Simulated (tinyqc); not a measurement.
What each parameter does: interface roughness in a thin film (subband fluctuation and scattering).

Square well of width t, barriers V0, c = hbar^2/2m0: E1 solves k t + 2 atan[(k/mz)/(kappa/mb)] = pi, k = sqrt(mz E/c), kappa = sqrt(mb (V0 - E)/c). One interface is rough, so the subband edge fluctuates by G dt with G = |dE1/dt| (central difference of 0.01 angstrom; 2 E1/t for hard walls).

Gaussian roughness spectrum S(q) = pi D^2 Lc^2 exp(-q^2 Lc^2/4). Degenerate gas, taken to fill one subband (the second starts to fill once c kF^2/md exceeds E2 - E1, which is not tested here): kF = sqrt(2 pi Ns/gv), q = 2 kF sin(theta/2), 1/tau = (md/(2 pi c hbar)) G^2 times the integral from 0 to pi of S(q)(1 - cos theta)/eps(q)^2 dtheta, eps(q) = 1 + qs/q with screening (qs = gv md q0/(c eps), q0 = e^2/(4 pi eps0), form factors left out, which overstates the screening; other scattering is left out too, so these values lie far above measured mobilities in all but the thinnest films) or 1 without; mobility = tau c2/md with c2 = e/m0 = 1.75882e15 cm^2/(V s^2); 1e12/cm^2 = 1e-4/angstrom^2.

Constants: hbar^2/2m0 = 3.80998211 eV angstrom^2; hbar = 6.58211957e-16 eV s; e^2/(4 pi eps0) = 14.39964547 eV angstrom.

Values chosen for the exercise (near those of a thin Si channel on (100), two-fold valleys; not measured data):
- t = 26 angstrom (film thickness)
- mz = 0.904 m0 (confinement mass)
- V0 = 3.03 eV (barrier)
- mb = 0.48 m0 (barrier mass)
- md = 0.193 m0 (mass in the plane)
- gv = 2 (valleys)
- D = 1.3 angstrom (rms height of the roughness)
- Lc = 20 angstrom (correlation length)
- Ns = 5 x 1e12/cm^2 (sheet density)
- eps = 7.9 (mean dielectric constant at the channel)

G, G D, and the screened mobility. Each row changes one parameter from the base and keeps the others.

Results:
```
case                G (meV/angstrom)  G D (meV)  mobility (cm^2/(V s))
base                           3.899       5.07              1.691e+05
t = 22 angstrom                6.217       8.08              6.651e+04
D = 1.69 angstrom              3.899       6.59              1.000e+05
Lc = 28 angstrom               3.899       5.07              1.379e+05
Ns = 8 x 1e12/cm^2             3.899       5.07              1.629e+05
mz = 1.04 m0                   3.474       4.52              2.130e+05
md = 0.222 m0                  3.899       5.07              1.572e+05
V0 = 2.12 eV                   3.756       4.88              1.822e+05
eps = 9.5                      3.899       5.07              1.302e+05
```

The largest shifts from the base row, up to three for each result and ties (the steps differ in size, so this ranks the rows, not the parameters). G (meV/angstrom): t +2.317, mz -0.425, V0 -0.143; unchanged at the printed digits by D, Lc, Ns, md and eps. G D (meV): t +3.01, D +1.52, mz -0.55; unchanged at the printed digits by Lc, Ns, md and eps. mobility (cm^2/(V s)): t -1.03e+05, D -6.90e+04, mz +4.39e+04. In the base case G D is 0.16 times EF - E1 = 31.0 meV.

Run: tinyqc, `OMP_NUM_THREADS=1 python tinyqc.py 1250802 1250803 out.jsonl`; Intel(R) Xeon(R) Processor @ 2.30GHz, one thread, shared host; about 0.01 s of CPU time with all checks.
